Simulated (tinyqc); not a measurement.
## Gate voltage for a given inversion charge

Inverse problem. p-type body, charge-sheet picture, depletion and inversion only, full ionisation (an idealisation for deep acceptors), Boltzmann statistics (rough once Na exp(x - xn) passes about Nc/7). In units of Vt: xg = (Vg - Vfb)/Vt, x = psi/Vt, G = gamma/sqrt(Vt), xn = (2 phiF + Vc)/Vt. The implicit equation is (xg - x)^2 = G^2 [x - 1 + exp(x - xn)] for x above about 3. Cox = eps0 eox/tox. ni = sqrt(Nc Nv) exp(-Eg/(2 Vt)), Eg in volts; phiF = Vt ln(Na/ni); gamma = sqrt(2 q eps0 eps_r Na)/Cox. N_inv = (Cox Vt G/q) [sqrt(x - 1 + exp(x - xn)) - sqrt(x - 1)]. Find x - xn, psi and Vg.

Inputs (values chosen for the exercise); band and dielectric values close to those of silicon: temperature T = 250 K; band gap Eg = 1.12 eV; relative permittivity eps_r = 11.6; conduction-band density of states at T Nc = 2.17e19 cm^-3; valence-band density of states at T Nv = 1.99e19 cm^-3; relative permittivity of the gate insulator (close to aluminium oxide) eox = 9.07; insulator thickness tox = 4.4 nm; acceptor density Na = 4.5e16 cm^-3; flat-band voltage Vfb = -0.97 V; channel-body voltage Vc = 0 V.

Constants: q = 1.602176634e-19 C, kB = 1.380649e-23 J/K, Vt = kB T/q, eps0 = 8.8541878128e-14 F/cm where lengths are in cm. Results are converted to the units shown.

N_inv = 2e10 cm^-2

Answer. N_inv rises steadily with x, so it fixes x; the implicit equation then gives xg directly.

x - xn = 0.828
psi = 0.873 V
Vg = -0.0332 V

Program tinyqc, `OMP_NUM_THREADS=1 python tinyqc.py 2122170 2122171 out.jsonl`; Intel Xeon 2.30GHz, shared host, one thread, about 0.01 s.
